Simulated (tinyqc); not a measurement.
What each parameter does: quantum well in an electric field by finite differences.

Finite differences on points z_i at the centres of cells of width h: H_ii = (c/h^2)(1/m_(i-1/2) + 1/m_(i+1/2)) + V_i, H_(i,i+1) = -(c/h^2)/m_(i+1/2), where m_(i+1/2) is the mean of the masses at the two points (the end values are repeated outwards), psi = 0 on the points beyond both ends, c = hbar^2/2m0. The field adds e F (z - z0) with z0 the middle of the structure; 1 kV/cm = 1e-5 eV/angstrom.

Constants: hbar^2/2m0 = 3.80998211 eV angstrom^2.

Values chosen for the exercise (near those of a GaAs well in AlGaAs; not measured data): Lw = 60 angstrom (well width); Lb = 60 angstrom (each outer barrier); V0 = 0.324 eV (barrier height); mw = 0.0658 m0 (mass in the well); mb = 0.1002 m0 (mass in the barriers); F = 35 kV/cm (field along z); hf = 0.9375 angstrom (cell width of the fine grid).

Three layers: barrier, well, barrier; fine grid. The Stark shift is E1(F) - E1(0).

One parameter was then changed.

Results before and after:
```
case     E1 (eV)  E2 - E1 (meV)  Stark shift (meV)  <z - z0> (angstrom)
base      0.0658          186.5              -0.19                -1.11
changed   0.0624          174.3              -0.20                -1.13
```

Which of these changes was made? (a) V0 = 0.389 eV; (b) mw = 0.0757 m0; (c) F = 52.5 kV/cm; (d) Lb = 75 angstrom; (e) Lw = 75 angstrom; (f) mb = 0.1202 m0.

Answer: (b) mw = 0.0757 m0. Of the candidates, run in turn, only this one gives the changed row.

All candidates:
```
case              E1 (eV)  E2 - E1 (meV)  Stark shift (meV)  <z - z0> (angstrom)
base               0.0658          186.5              -0.19                -1.11
Lw = 75 angstrom   0.0486          143.7              -0.33                -1.90
Lb = 75 angstrom   0.0658          186.0              -0.20                -1.11
V0 = 0.389 eV      0.0701          202.3              -0.17                -0.95
mw = 0.0757 m0     0.0624          174.3              -0.20                -1.13
mb = 0.1202 m0     0.0624          185.1              -0.20                -1.11
F = 52.5 kV/cm     0.0655          186.4              -0.44                -1.67
```

Computed by tinyqc, a small Python program: `OMP_NUM_THREADS=1 python tinyqc.py 1281322 1281323 out.jsonl` (the numbers bound the seed that draws the inputs); one thread of a shared host (Intel(R) Xeon(R) Processor @ 2.30GHz), about 0.01 s for the whole set of steps.
